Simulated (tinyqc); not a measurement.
## Schottky emission and Poole-Frenkel conduction in an insulator, and how to tell them apart: activation energy against field

Schottky emission (electrode-limited): J = As T^2 exp[-(pb - b sqrt(F))/Vt], b = sqrt(q/(4 pi eps0 ei)). Poole-Frenkel emission (bulk-limited): J = s0 F exp[-(pt - 2 b sqrt(F))/Vt]. F in V/cm.

The activation energy is -d ln J/d(q/kB T) at fixed F.

Parameters, values chosen for the exercise; dielectric values close to those of aluminium oxide: temperature T = 300 K; high-frequency relative permittivity ei = 3.3; trap depth pt = 1.18 eV; Poole-Frenkel prefactor s0 = 9.8 S/cm; electrode barrier pb = 1.44 eV; Richardson constant As = 60 A/(cm^2 K^2).

Constants: q = 1.602176634e-19 C, kB = 1.380649e-23 J/K, Vt = kB T/q, eps0 = 8.8541878128e-14 F/cm where lengths are in cm. Results are converted to the units shown.

Activation energy against field:
```
F (MV/cm)  sqrt(F) ((V/cm)^0.5)  J, Schottky (A/cm^2)  its Ea (eV)  J, Poole-Frenkel (A/cm^2)  its Ea (eV)
0.2                       447.2             1.291e-16        1.398                  4.054e-11       0.9932
0.81                      900.0             5.009e-15        1.304                   2.473e-7       0.8040
1.42                       1192             5.286e-14        1.243                   4.828e-5       0.6822
2.04                       1428             3.578e-13        1.193                   0.003177       0.5833
2.65                       1628             1.795e-12        1.152                     0.1039       0.4999
3.26                       1806             7.542e-12        1.115                      2.256       0.4257
3.87                       1967             2.785e-11        1.081                      36.53       0.3581
4.49                       2119             9.492e-11        1.049                      492.2       0.2947
```

Read the table: what changes, and by how much?

Both activation energies fall linearly in sqrt(F), the Poole-Frenkel one twice as fast (0.993 to 0.295 eV against 1.40 to 1.05 eV). They extrapolate to pt = 1.18 eV and to pb + 2 kB T = 1.49 eV, the 2 kB T coming from the T^2. The Schottky current is the smaller one in every row. For F = 2.04, 2.65, 3.26, 3.87, 4.49 a Fowler-Nordheim estimate for tunnelling through pb with a mass of 0.4 m0 exceeds the Schottky current, so tunnelling, left out here, would compete.

Computed by the program tinyqc: `OMP_NUM_THREADS=1 python tinyqc.py 2370168 2370169 out.jsonl`, one thread of a shared Intel Xeon 2.30GHz, about 0.01 s for the whole run.
